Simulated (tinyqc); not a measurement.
# Switching kinetics of a ferroelectric film and the memory window of a ferroelectric gate stack, step by step

A worked calculation. Computed by tinyqc, a small Python program that keeps every step. Command: `OMP_NUM_THREADS=1 python tinyqc.py 3005672 3005673 out.jsonl feswitch walk`. One thread of a shared host (Intel(R) Xeon(R) Processor @ 2.30GHz), about 0.02 s of CPU time with the checks. Intermediate numbers are printed to about 5 digits and carried at full precision; extremes and crossings named in words are read from the listed rows.

Fields in MV/cm; 1 microcoulomb/cm^2 over eps_0 is 11.29409 MV/cm. In the stack (metal, ferroelectric, interlayer, channel) the channel is taken as a conductor.

Inputs (values chosen for the exercise, for a model film):

| quantity | value | unit |
|---|---|---|
| saturation polarisation P_s | 26 | microcoulomb/cm^2 |
| ratio P_r/P_s | 0.73 | - |
| coercive field E_c | 1.6 | MV/cm |
| permittivity of the ferroelectric eps_F | 33 | - |
| thickness t_F | 17 | nm |
| permittivity of the interlayer eps_I | 3.9 | - |
| interlayer thickness t_I | 1.4 | nm |
| share s of P screened by trapped charge | 0.84 | - |
| pulse height V | 6.4 | V |
| time constant t_inf | 3.9e-09 | s |
| activation field E_a | 11 | MV/cm |
| Merz exponent alpha | 1 | - |
| dimension n | 3 | - |
| half width w of log10 t | 0.74 | - |
| pulse length t_p | 2e-08 | s |
| breakdown field of the interlayer | 14 | MV/cm |

Kinetics: nucleation-limited (NLS).

## The hysteresis loop

Saturated branches: P(E) = P_s tanh[(E -/+ E_c)/(2 delta)], delta = E_c/ln[(1 + P_r/P_s)/(1 - P_r/P_s)]; D = P + eps_0 eps_F E.

delta = 0.86139 MV/cm

P on both branches (microcoulomb/cm^2) at E/E_c = -3, -2, -1, -0.5, 0, 0.5, 1, 1.5, 2, 3:

| E (MV/cm) | rising branch | falling branch |
|---|---|---|
| -4.8 | -25.969 | -24.764 |
| -3.2 | -25.803 | -18.980 |
| -1.6 | -24.764 | 0.000 |
| -0.8 | -22.980 | 11.274 |
| 0.0 | -18.980 | 18.980 |
| 0.8 | -11.274 | 22.980 |
| 1.6 | 0.000 | 24.764 |
| 2.4 | 11.274 | 25.504 |
| 3.2 | 18.980 | 25.803 |
| 4.8 | 24.764 | 25.969 |

peak differential permittivity eps_F + P_s/(2 delta eps_0) = 203.45

## Memory window

At threshold the channel charge is negligible, so D = 0 on each branch: (1 - s) P(E) + eps_0 eps_F E = 0, with the screened share s. The rising branch has the root E0 between 0 and E_c; window = 2 E0 t_F; its upper bound is 2 E_c t_F.

field E0 = 0.68946 MV/cm

memory window = 2.3441 V

bound 2 E_c t_F = 5.44 V

fixed-charge estimate 2 (1 - s) P_r t_F/(eps_0 eps_F) = 3.5337 V

Charge and coercive field both limit the window.

## Fields in the stack

Series stack: V = E_F t_F + E_I t_I and eps_I E_I = eps_F E_F + (1 - s) P/eps_0. Before switching P = -P_r, after it P = +P_s; in retention V = 0 and P = +P_r.

E_F before switching = 2.6455 MV/cm

E_F after switching = 1.6340 MV/cm

E_I after switching = 25.873 MV/cm

depolarising field in retention = 0.42682 MV/cm

depolarising field over E_c = 0.26676

The interlayer field exceeds its breakdown field. Caution: the interlayer field exceeds its breakdown field, so charge injection would change the fields.

## Switched share after the pulse

Merz's law: t1 = t_inf exp[(E_a/E)^alpha] at the mean of the fields before and after switching. NLS: switched share = integral of [1 - exp(-(t/tau)^n)] F(z) dz over z = log10 tau, with the Lorentzian F = (1/pi) w/[(z - log10 t1)^2 + w^2].

mean field = 2.1397 MV/cm

switching time t1 = 6.6634e-07 s

switched share = 0.15315

t_p is 0.030 t1. A field higher by 10 % would shorten t1 by a factor 1.6. The step approximation 1/2 + arctan[log10(t_p/t1)/w]/pi gives 0.144. Caution: the field changes much during switching, so one mean field is a crude stand-in.

## KAI against NLS in time

KAI: 1 - exp[-(t/t1)^n]. NLS: the same kernel averaged over the Lorentzian F = (1/pi) w/[(z - log10 t1)^2 + w^2] in z = log10 tau.

Switched share:

| log10(t/t1) | KAI | NLS |
|---|---|---|
| -3.0 | 0.0000 | 0.07941 |
| -2.0 | 0.0000 | 0.11829 |
| -1.0 | 0.0010 | 0.22049 |
| -0.5 | 0.0311 | 0.34235 |
| -0.2 | 0.2221 | 0.45159 |
| 0.0 | 0.6321 | 0.53279 |
| 0.2 | 0.9813 | 0.61083 |
| 0.5 | 1.0000 | 0.70704 |
| 1.0 | 1.0000 | 0.80654 |
| 2.0 | 1.0000 | 0.89071 |
| 3.0 | 1.0000 | 0.92479 |

KAI goes from 10 to 90 % within 0.45 decades of time; a Lorentzian of this width needs about 2 w tan(0.4 pi) = 4.6 decades. Three decades after t1, 7.5 % of the NLS film has not switched, and three decades before it 7.9 % already has: the tails set write margins and disturb errors.

## Interlayer thickness

Series stack: V = E_F t_F + E_I t_I and eps_I E_I = eps_F E_F + (1 - s) P/eps_0. E_I is for P = +P_s at the pulse height, the depolarising field for P = +P_r at V = 0; V needed puts E_F = 1.5 E_c after switching.

Stack against t_I:

| t_I (nm) | E_F after (MV/cm) | E_I (MV/cm) | depolarising field / E_c | V needed (V) |
|---|---|---|---|---|
| 0.3 | 3.0906 | 38.198 | 0.08439 | 5.051 |
| 0.5 | 2.7308 | 35.154 | 0.12945 | 5.698 |
| 0.8 | 2.2871 | 31.399 | 0.18499 | 6.668 |
| 1.2 | 1.8246 | 27.486 | 0.24290 | 7.963 |
| 1.6 | 1.4645 | 24.439 | 0.28798 | 9.257 |
| 2.0 | 1.1764 | 22.001 | 0.32405 | 10.551 |
| 3.0 | 0.6573 | 17.609 | 0.38904 | 13.786 |

Each nanometre of interlayer costs 3.24 V, against 0.24 V for a nanometre of ferroelectric. The depolarising field grows from 0.08 to 0.39 E_c. At E_F = 1.5 E_c the interlayer carries (1.5 eps_F E_c + (1 - s) P_s/eps_0)/eps_I = 32.4 MV/cm whatever its thickness, above its breakdown field of 14 MV/cm, so the voltages in the last column could not be applied without breakdown. Caution: rows with E_I above the breakdown field of the interlayer cannot be reached without charge injection. Caution: where E_F after switching is below E_c the switching stalls before P_s, and where the depolarising field exceeds E_c the state switches back, so those rows describe states that are not held.

Checks made by the program: the remanence (relative difference below 1e-10).
